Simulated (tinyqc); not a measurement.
Plane-wave Kohn-Sham cycle with exchange-only LDA in a layered model solid, step by step. One step of it, computed by the program tinyqc.

Task: Iteration 1: levels at that k. Diagonalise the Hermitian matrix.

H (hartree), lower triangle:
```
           -3         -2         -1         +0         +1         +2        +3
-3   6.029161
-2  -0.260000   2.515596
-1   0.030000  -0.260000   0.407457
+0   0.000000   0.030000  -0.260000  -0.295256
+1   0.000000   0.000000   0.030000  -0.260000   0.407457
+2   0.000000   0.000000   0.000000   0.030000  -0.260000   2.515596
+3   0.000000   0.000000   0.000000   0.000000   0.030000  -0.260000  6.029161
```

Give: eigenvalues.

Result:

eigenvalues (hartree): -0.4492  0.3463  0.5567  2.5272  2.5308  6.0487  6.0487
